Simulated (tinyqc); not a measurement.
Smearing for a one-band metal on the fcc lattice, step by step. Values are carried at full precision from step to step, so a last printed digit may differ when a step is redone from the rounded ones.

Lattice vectors (units of a): a1 = (0, 1/2, 1/2), a2 = (1/2, 0, 1/2), a3 = (1/2, 1/2, 0). E(k) = -t A_1(k) - t2 A_2(k), A_m the sum of cos(k . R) over the 12 nearest and 6 second lattice vectors. Mesh k = sum (j_i/N) b_i, j_i = 0 .. N-1.

Values chosen for the exercise:
```
symbol  value  unit  meaning
t       1.35   eV    nearest hopping
t2      0.09   eV    second hopping
N       5            unshifted mesh
ne      0.66         electrons per cell
sigma   0.405  eV    width
```

## Levels on the mesh

Evaluate the band and collect equal energies with their counts.

Distinct levels:
```
E_k (eV)  points
-16.7400       1
-10.7699       8
-8.9518        6
-3.7418       12
-1.1101        8
-0.8000       24
2.4200        24
2.9218         6
3.9600        24
4.9118        12
```

10 distinct levels; the mean spacing is 2.406 eV.

## Fermi level with Fermi-Dirac smearing

With x = (E_k - mu)/sigma: Fermi-Dirac f = 1/(1 + exp(x)), s = -f ln f - (1 - f) ln(1 - f). With weights w = points/N^d (d the dimension), mu solves 2 sum w f = ne; E = 2 sum w f E_k, S = 2 sum w s, F = E - sigma S.

Weights w = points/total. Bisection from the lowest and highest level; ten steps are shown.

Bisection:
```
step  low (eV)  high (eV)  mu (eV)  electrons
1     -16.7400     4.9118  -5.9141     0.2408
2      -5.9141     4.9118  -0.5012     0.7967
3      -5.9141    -0.5012  -3.2076     0.3932
4      -3.2076    -0.5012  -1.8544     0.4742
5      -1.8544    -0.5012  -1.1778     0.5988
6      -1.1778    -0.5012  -0.8395     0.6993
7      -1.1778    -0.8395  -1.0086     0.6474
8      -1.0086    -0.8395  -0.9240     0.6732
9      -1.0086    -0.9240  -0.9663     0.6602
10     -1.0086    -0.9663  -0.9875     0.6538
```

## Occupations and energies

Converge mu, then list x, f and s of each level and form the sums.

mu = -0.9671 eV

x, f and s of each level:
```
E_k (eV)       x       f       s
-16.7400  -38.95  1.0000  0.0000
-10.7699  -24.20  1.0000  0.0000
-8.9518   -19.72  1.0000  0.0000
-3.7418    -6.85  0.9989  0.0083
-1.1101    -0.35  0.5873  0.6778
-0.8000     0.41  0.3982  0.6723
2.4200      8.36  0.0002  0.0022
2.9218      9.60  0.0001  0.0007
3.9600     12.17  0.0000  0.0001
4.9118     14.52  0.0000  0.0000
```

E = -3.4290 eV
S = 0.3475
F = -3.5697 eV
(E + F)/2 = -3.4993 eV

Levels with f between 0.001 and 0.999: 3. (E + F)/2 removes the term in sigma^2 for this scheme. That argument needs a smooth density of states, and the number of distinct levels within 2 sigma of mu is only 2, so it may fail on this mesh.

## Checks

- The slope dF/d sigma by finite differences against -S: both -0.34745.
- The slope dF/d ne by finite differences against mu (eV): both -0.96715.

Computed by tinyqc, a small Python program: `OMP_NUM_THREADS=1 python tinyqc.py 1651907 1651908 out.jsonl` (the numbers bound the seed that draws the inputs); one thread of a shared host (Intel(R) Xeon(R) Processor @ 2.30GHz), about 0.3 s for the whole set of steps.
